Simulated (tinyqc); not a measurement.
# Read current of a NAND string, cells in series solved by shooting: effect of the bit-line voltage

Cells in series, numbered from 0 at the source line (0 V) to the bit line, each followed by a gap resistance Rg. A cell with gate Vg, threshold VT, source Vs and drain Vd passes I = 2 nf K Vt^2 [F(Vs) - F(Vd)]/(1 + th max(Vg - VT, 0)), F(V) = ln^2(1 + exp((Vg - VT - nf V)/(2 nf Vt))). The selected cell has Vg = Vr, the others Vg = Vp.

For a trial current I start at 0 V and, cell by cell, solve for the drain: sqrt(F(Vd)) = sqrt(F(Vs) - I/k), k = 2 nf K Vt^2/(1 + th max(Vg - VT, 0)), Vd = [Vg - VT - 2 nf Vt ln(exp(sqrt F) - 1)]/nf, then add I Rg. The string current is the I for which the last node reaches Vbl. The apparent threshold is the Vr at which I = Is. Background: all other cells erased (VT = Ve) or all in the highest state (VT = Vh); ratio and shift are high over erased and high minus erased. The string has 64 cells and the selected one is cell 32.

Parameters, values chosen for the exercise; values of the order met in vertical NAND strings: temperature T = 300 K; gain factor of a cell K = 4.8 uA/V^2; slope factor nf = 1.3; mobility reduction factor th = 0.02 1/V; resistance of the gap between cells Rg = 2 kohm; pass voltage Vp = 5.6 V; threshold of an erased cell Ve = -2.3 V; threshold of the highest state Vh = 3.8 V; threshold of the selected cell Vx = 2.6 V; sensing current Is = 20 nA; read voltage on the selected word line Vr = 3.86 V.

Constants: q = 1.602176634e-19 C, kB = 1.380649e-23 J/K, Vt = kB T/q. Results are converted to the units shown.

Results:
```
Vbl (V),"I, others erased (uA)","I, others high (uA)",ratio,"apparent VT, erased (V)","apparent VT, high (V)",background shift (mV)
0.2,0.08798,0.02364,0.2687,2.716,2.856,140.5
0.3,0.1304,0.03409,0.2615,2.715,2.795,79.55
0.4,0.1716,0.04362,0.2542,2.715,2.793,77.47
0.5,0.2116,0.05222,0.2468,2.715,2.793,77.39
0.6,0.2504,0.05991,0.2393,2.715,2.793,77.39
0.8,0.3235,0.07251,0.2241,2.715,2.793,77.39
```

Estimate the missing row, Vbl = 0.7 V.

Computed row:
```
Vbl (V),"I, others erased (uA)","I, others high (uA)",ratio,"apparent VT, erased (V)","apparent VT, high (V)",background shift (mV)
0.7,0.2877,0.06667,0.2317,2.715,2.793,77.39
```

With this row back in the table: As Vbl goes from 0.2 to 0.8 V, the current with erased neighbours rises from 0.0880 to 0.324 uA, that with high neighbours rises from 0.0236 to 0.0725 uA and the ratio falls from 0.269 to 0.224. The background shift falls from 140 to 77.4 mV.

Numbers from tinyqc (`OMP_NUM_THREADS=1 python tinyqc.py 2142051 2142052 out.jsonl`; about 0.5 s on one thread of a shared Intel Xeon 2.30GHz).
